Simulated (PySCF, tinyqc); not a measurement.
Inside a calculation. Method: FCI on RHF in the sto-6g basis, for H4, spin multiplicity 1. The lowest restricted solution is unstable here: a spin-polarised one lies 0.0578 hartree lower (PySCF). Computed by tinyqc, a small Python program that keeps every step (integrals from PySCF). Settings: charge = 0, multiplicity = 1, basis = sto-6g, method = RHF, energy threshold = 1e-10, iteration cap = 50, orthogonalisation = canonical, start = Wolfsberg-Helmholz matrix, DIIS depth = 6, ci = FCI. Command: `OMP_NUM_THREADS=1 python tinyqc.py 31349 31350 out.jsonl` (the two numbers bound the seeds that draw the settings). One thread of a shared host (Intel(R) Xeon(R) Processor @ 2.60GHz), about 0.07 s of CPU time with the checks. The early iterations of the SCF are left out here.

## One-electron integrals

Geometry (angstrom):
```
atom         x         y         z
H     0.000000  0.000000  0.000000
H     0.000000  0.000000  0.863000
H     0.000000  0.932000  0.000000
H     0.000000  0.932000  0.863000
```

Basis sto-6g: exponents (1/bohr^2) and contraction coefficients of normalised primitives:
```
element  l (shell)   exponent  coefficient
H            s (1)  35.523221     0.009164
H            s (1)   6.513144     0.049361
H            s (1)   1.822143     0.168538
H            s (1)   0.625955     0.370563
H            s (1)   0.243077     0.416492
H            s (1)   0.100112     0.130334
```

Overlap, kinetic and nuclear-attraction integrals over the contracted functions; the nuclear repulsion is the sum of Za Zb / Rab.

nuclear repulsion = 3.19516267 hartree

overlap S:
```
          1H 1s     2H 1s     3H 1s     4H 1s
1H 1s  1.000000  0.580448  0.537524  0.353229
2H 1s  0.580448  1.000000  0.353229  0.537524
3H 1s  0.537524  0.353229  1.000000  0.580448
4H 1s  0.353229  0.537524  0.580448  1.000000
```

kinetic energy T (hartree):
```
          1H 1s     2H 1s     3H 1s     4H 1s
1H 1s  0.768522  0.168852  0.138040  0.040062
2H 1s  0.168852  0.768522  0.040062  0.138040
3H 1s  0.138040  0.040062  0.768522  0.168852
4H 1s  0.040062  0.138040  0.168852  0.768522
```

nuclear attraction V (hartree):
```
           1H 1s      2H 1s      3H 1s      4H 1s
1H 1s  -2.777455  -1.562883  -1.437472  -0.957408
2H 1s  -1.562883  -2.777455  -0.957408  -1.437472
3H 1s  -1.437472  -0.957408  -2.777455  -1.562883
4H 1s  -0.957408  -1.437472  -1.562883  -2.777455
```

core Hamiltonian H = T + V (hartree):
```
           1H 1s      2H 1s      3H 1s      4H 1s
1H 1s  -2.008932  -1.394032  -1.299432  -0.917346
2H 1s  -1.394032  -2.008932  -0.917346  -1.299432
3H 1s  -1.299432  -0.917346  -2.008932  -1.394032
4H 1s  -0.917346  -1.299432  -1.394032  -2.008932
```

## Two-electron integrals

Functions are numbered as in S; the eight-fold symmetry (ij|kl) = (ji|kl) = (kl|ij) leaves the list below.

Two-electron integrals (ij|kl) in chemists' order, unique and non-zero (hartree):
```
(11|11) 0.774999   (21|11) 0.376977   (21|21) 0.223171   (22|11) 0.524817
(22|21) 0.376977   (22|22) 0.774999   (31|11) 0.341886   (31|21) 0.174297
(31|22) 0.253243   (31|31) 0.188102   (32|11) 0.196064   (32|21) 0.118225
(32|22) 0.202636   (32|31) 0.109889   (32|32) 0.074709   (33|11) 0.500723
(33|21) 0.266214   (33|22) 0.399147   (33|31) 0.341886   (33|32) 0.202636
(33|33) 0.774999   (41|11) 0.202636   (41|21) 0.118225   (41|22) 0.196064
(41|31) 0.109889   (41|32) 0.074109   (41|33) 0.196064   (41|41) 0.074709
(42|11) 0.253243   (42|21) 0.174297   (42|22) 0.341886   (42|31) 0.140384
(42|32) 0.109889   (42|33) 0.253243   (42|41) 0.109889   (42|42) 0.188102
(43|11) 0.266214   (43|21) 0.158726   (43|22) 0.266214   (43|31) 0.174297
(43|32) 0.118225   (43|33) 0.376977   (43|41) 0.118225   (43|42) 0.174297
(43|43) 0.223171   (44|11) 0.399147   (44|21) 0.266214   (44|22) 0.500723
(44|31) 0.253243   (44|32) 0.196064   (44|33) 0.524817   (44|41) 0.202636
(44|42) 0.341886   (44|43) 0.376977   (44|44) 0.774999
```

## Orthogonalisation

S = U s U^T; canonical form X = U s^(-1/2), so that X^T S X = 1. Each column of U has its largest component positive (the first on a tie).

eigenvalues of S: 0.235257  0.603847  0.689695  2.471201

X:
```
               1          2          3         4
1H 1s   1.030858   0.643438   0.602062  0.318065
2H 1s  -1.030858  -0.643438   0.602062  0.318065
3H 1s  -1.030858   0.643438  -0.602062  0.318065
4H 1s   1.030858  -0.643438  -0.602062  0.318065
```

## Iteration 2 (converged): orbitals

converged F (hartree):
```
           1H 1s      2H 1s      3H 1s      4H 1s
1H 1s  -0.413794  -0.614463  -0.454986  -0.420123
2H 1s  -0.614463  -0.413794  -0.420123  -0.454986
3H 1s  -0.454986  -0.420123  -0.413794  -0.614463
4H 1s  -0.420123  -0.454986  -0.614463  -0.413794
```

Diagonalise F' = X^T F X, C = X C', fill 2 alpha and 2 beta electrons from the bottom; D = 2 C_occ C_occ^T. Each column has its largest component positive (the first on a tie).

F' = X^T F X (hartree):
```
          1         2          3          4
1  1.001164  0.000000   0.000000   0.000000
2  0.000000  0.274582   0.000000   0.000000
3  0.000000  0.000000  -0.222053   0.000000
4  0.000000  0.000000   0.000000  -0.770219
```

orbital energies (hartree): MO1 -0.770219, MO2 -0.222053, MO3 0.274582, MO4 1.001164

coefficients C:
```
            MO1        MO2        MO3        MO4
1H 1s  0.318065   0.602062   0.643438   1.030858
2H 1s  0.318065   0.602062  -0.643438  -1.030858
3H 1s  0.318065  -0.602062   0.643438  -1.030858
4H 1s  0.318065  -0.602062  -0.643438   1.030858
```

D after iteration 2:
```
           1H 1s      2H 1s      3H 1s      4H 1s
1H 1s   0.927289   0.927289  -0.522627  -0.522627
2H 1s   0.927289   0.927289  -0.522627  -0.522627
3H 1s  -0.522627  -0.522627   0.927289   0.927289
4H 1s  -0.522627  -0.522627   0.927289   0.927289
```

## Convergence

Stop when the energy changes by less than 1e-10 hartree and every element of the error matrix X^T (F D S - S D F) X is below 3e-06.

Course of the cycle:
```
iteration  E (hartree)     change  largest element of the error matrix
1          -1.79107382          -                             1.03e-15
2          -1.79107382  -1.78e-15                             1.65e-15
```

PySCF RHF in the same basis = -1.79107382 hartree

Converged in 2 iterations.

## Integrals over molecular orbitals

(pq|rs) = sum C_ip C_jq C_kr C_ls (ij|kl), one index at a time.

one-electron integrals over orbitals h = C^T H C (hartree):
```
           1          2          3          4
1  -2.274093   0.000000   0.000000   0.000000
2   0.000000  -1.719872   0.000000   0.000000
3   0.000000   0.000000  -1.651059   0.000000
4   0.000000   0.000000   0.000000  -0.989619
```

Two-electron integrals over orbitals (pq|rs), unique and non-zero (hartree):
```
(11|11) 0.560252   (21|21) 0.142558   (22|11) 0.543091   (22|22) 0.554196
(31|31) 0.134324   (32|32) 0.074147   (33|11) 0.541127   (33|22) 0.525928
(33|33) 0.550799   (41|32) 0.074891   (41|41) 0.075724   (42|31) 0.130229
(42|42) 0.142706   (43|21) 0.137715   (43|43) 0.150959   (44|11) 0.549127
(44|22) 0.555479   (44|33) 0.554738   (44|44) 0.582985
```

## FCI: determinants and Hamiltonian

Hartree-Fock energy = -1.79107382 hartree

Slater-Condon rules over spin orbitals, with the nuclear repulsion added and E(HF) subtracted on the diagonal. Only determinants linked to the reference directly or through others are kept (one block of an abelian symmetry group), so some states are absent.

Occupation strings over the orbitals (2 doubly, a alpha, b beta, 0 empty; spin orbitals ordered 1a 1b 2a 2b ...): 2200 aabb 2020 abab 2002 abba baab 0220 baba 0202 bbaa 0022

H - E(HF) between determinants (hartree):
```
           2200       aabb       2020       abab       2002       abba       baab       0220
2200   0.000000  -0.055337   0.074147  -0.074891   0.142706   0.130229   0.130229   0.134324
aabb  -0.055337   1.327567   0.074891  -0.074147  -0.130229  -0.142706  -0.134324  -0.130229
2020   0.074147   0.074891   0.142844   0.062823   0.150959  -0.137715  -0.137715   0.142558
abab  -0.074891  -0.074147   0.062823   1.344056   0.137715  -0.150959  -0.142558   0.137715
2002   0.142706  -0.130229   0.150959   0.137715   1.647110  -0.007486  -0.007486   0.000000
abba   0.130229  -0.142706  -0.137715  -0.150959  -0.007486   1.471214   0.000000  -0.007486
baab   0.130229  -0.134324  -0.137715  -0.142558  -0.007486   0.000000   1.471214  -0.007486
0220   0.134324  -0.130229   0.142558   0.137715   0.000000  -0.007486  -0.007486   1.304790
baba  -0.074891  -0.075724   0.062823   0.000000   0.137715  -0.142558  -0.150959   0.137715
0202   0.075724   0.074891   0.000000   0.062823   0.142558  -0.137715  -0.137715   0.150959
bbaa  -0.055337   0.000000   0.074891  -0.075724  -0.130229  -0.134324  -0.142706  -0.130229
0022   0.000000  -0.055337   0.075724  -0.074891   0.134324   0.130229   0.130229   0.142706

           baba       0202       bbaa       0022
2200  -0.074891   0.075724  -0.055337   0.000000
aabb  -0.075724   0.074891   0.000000  -0.055337
2020   0.062823   0.000000   0.074891   0.075724
abab   0.000000   0.062823  -0.075724  -0.074891
2002   0.137715   0.142558  -0.130229   0.134324
abba  -0.142558  -0.137715  -0.134324   0.130229
baab  -0.150959  -0.137715  -0.142706   0.130229
0220   0.137715   0.150959  -0.130229   0.142706
baba   1.344056   0.062823  -0.074147  -0.074891
0202   0.062823   2.640942   0.074891   0.074147
bbaa  -0.074147   0.074891   1.327567  -0.055337
0022  -0.074891   0.074147  -0.055337   2.755700
```

## FCI: roots

Diagonalise (each vector has its largest component positive (the first on a tie)); all determinants have Ms = 0, so triplets appear too. The lowest singlet root is the correlation energy.

lowest roots of this matrix, relative to E(HF) (hartree): -0.093853  0.103685  0.900667  1.080193  1.327008  1.343566  1.472262  1.477749

lowest vectors:
```
         root 1     root 2    root 3     root 4
2200   0.895594   0.396667  0.000000   0.138380
aabb   0.037857  -0.058074  0.408248   0.310291
2020  -0.402684   0.886473  0.000000   0.156557
abab   0.060143   0.014082  0.408248  -0.316432
2002  -0.042589  -0.135129  0.000000   0.265903
abba  -0.098000   0.043993  0.408248   0.006140
baab  -0.098000   0.043993  0.408248   0.006140
0220  -0.050030  -0.164656  0.000000   0.689229
baba   0.060143   0.014082  0.408248  -0.316432
0202  -0.035329   0.013523  0.000000  -0.096536
bbaa   0.037857  -0.058074  0.408248   0.310291
0022   0.029723  -0.015934  0.000000  -0.091569
```

<S^2> of these roots: 0.000000  0.000000  6.000000  0.000000  2.000000  2.000000  2.000000  0.000000

weight of the ground state by excitation level 0, 1, 2, ...: 0.802089  0.000000  0.197028  0.000000  0.000883

The reference has a weight of only 0.80: one determinant is a poor start here.
